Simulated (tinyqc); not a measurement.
Interface traps from C-V curves, high-low and Terman methods: one step of the calculation.

MOS capacitor on an n-type substrate; psi is the band bending, negative in depletion; only majority carriers are counted. At the bending psi the Fermi level lies y = xi - psi below the conduction edge at the surface, xi = Vt ln(Nc/Nd). Dit(y) = D0 + D1 exp(-y/E1); traps fill up to the Fermi level, follow the bias and a slow signal, and do not follow a fast one. V is the gate voltage from flat band.

Question. The curves. Cox = 3.9 eps0/EOT, LD = sqrt(eps0 eps_r Vt/(q Nd)), u = psi/Vt, Cd = (eps0 eps_r/(sqrt(2) LD)) |exp(u) - 1|/sqrt(exp(u) - u - 1). Ideal V0 = psi - sqrt(2) (eps0 eps_r Vt/LD) sqrt(exp(u) - u - 1)/Cox for psi < 0; the traps add dV = (q/Cox) times the integral of Dit from 0 to psi = (q/Cox) [D0 psi + D1 E1 exp(-xi/E1) (exp(psi/E1) - 1)]. 1/C_HF = 1/Cox + 1/Cd, 1/C_LF = 1/Cox + 1/(Cd + q Dit). Take n equally spaced psi from pa to pb.

Parameters, values chosen for the exercise; band and dielectric values close to those of silicon: temperature T = 350 K; relative permittivity eps_r = 11.6; conduction-band density of states at T Nc = 3.55e19 cm^-3; donor density Nd = 8.7e16 cm^-3; equivalent oxide thickness EOT = 1.9 nm; trap density far from the band edge D0 = 9.6e10 cm^-2 eV^-1; band-tail density at the conduction edge D1 = 3.6e12 cm^-2 eV^-1; decay energy of the tail E1 = 0.13 eV; points n = 7; deepest band bending pa = -0.58 V; shallowest band bending pb = -0.045 V.

Constants: q = 1.602176634e-19 C, kB = 1.380649e-23 J/K, Vt = kB T/q, eps0 = 8.8541878128e-14 F/cm where lengths are in cm. Results are converted to the units shown.

Give: psi; y; Dit; V0; V; C_HF; C_LF; Cox.

Answer.

```
point,psi (V),y (eV),Dit (cm^-2 eV^-1),V0 (V),V (V),C_HF (nF/cm^2),C_LF (nF/cm^2)
0,-0.5800,0.7613,1.063e11,-0.6490,-0.6641,107.4,122.3
1,-0.4908,0.6721,1.165e11,-0.5540,-0.5682,116.7,132.8
2,-0.4017,0.5830,1.366e11,-0.4584,-0.4716,129.0,147.6
3,-0.3125,0.4938,1.767e11,-0.3620,-0.3739,146.4,170.0
4,-0.2233,0.4046,2.561e11,-0.2643,-0.2745,174.0,206.8
5,-0.1342,0.3155,4.140e11,-0.1642,-0.1720,226.6,275.8
6,-0.0450,0.2263,7.274e11,-0.0587,-0.0621,358.1,429.5
```

Cox = 1817 nF/cm^2

At the deepest bending the traps stretch the gate voltage from -0.649 to -0.664 V.

Range of the model: Traps more than about 25 kB T below the conduction edge emit electrons too slowly to follow an ordinary sweep, so the deepest points are idealised.

Numbers from tinyqc (`OMP_NUM_THREADS=1 python tinyqc.py 2030152 2030153 out.jsonl`; about 0.01 s on one thread of a shared Intel Xeon 2.30GHz).
